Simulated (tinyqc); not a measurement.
## Zero-field barrier from two thresholds

Problem. The photoemission threshold over an interface barrier is Phi = P0 - sqrt(q F/(4 pi eps0 ei)). Find P0 and ei.

Constants: q = 1.602176634e-19 C, eps0 = 8.8541878128e-14 F/cm where lengths are in cm. Results are converted to the units shown.

thresholds at F = 0.5 and 2.6 MV/cm (eV): [2.2992749, 2.1447045]

Solution. Phi is linear in sqrt(F): the intercept is P0 and the slope gives ei.

P0 = 2.42 eV
ei = 4.94

Computed by the program tinyqc: `OMP_NUM_THREADS=1 python tinyqc.py 2410058 2410059 out.jsonl`, one thread of a shared Intel Xeon 2.30GHz, about 0.01 s for the whole run.
